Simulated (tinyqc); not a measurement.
From results back to parameters: parabolic quantum dot in a magnetic field (Fock-Darwin). Three cases, with inputs chosen for the exercise.

Problem. The two far-infrared modes of a parabolic dot are W +/- wc/2 with W = sqrt(w0^2 + wc^2/4) and hbar wc = 2 muB B/m. They were computed from hidden w0 and m.

Constants: muB = 5.788381798e-05 eV/T.

Case 1.

Values chosen (out of a larger set: near those of a gate-defined dot in Si; not measured data): B = 4.68 T (magnetic field).

modes (meV): 3.91045  1.12775

Case 2.

Values chosen (out of a larger set: near those of a gate-defined dot in InAs; not measured data): B = 1.22 T (magnetic field).

modes (meV): 7.34404  2.63615

Case 3.

Values chosen (out of a larger set: near those of a gate-defined dot in GaAs; not measured data): B = 4.47 T (magnetic field).

modes (meV): 11.72644  4.06005

Find: hbar wc; m; hbar w0.

Solution. Their difference is hbar wc and their product (hbar w0)^2.

Case 1.

hbar wc = 2.783 meV
m = 0.1947 m0
hbar w0 = 2.10 meV

Case 2.

hbar wc = 4.708 meV
m = 0.0300 m0
hbar w0 = 4.40 meV

Case 3.

hbar wc = 7.666 meV
m = 0.0675 m0
hbar w0 = 6.90 meV

Computed by tinyqc, one run a case: `OMP_NUM_THREADS=1 python tinyqc.py N N+1 out.jsonl` with N = 1281362, 1281370, 1281405; one thread of a shared Intel(R) Xeon(R) Processor @ 2.30GHz, about 0.09 s a run at most.
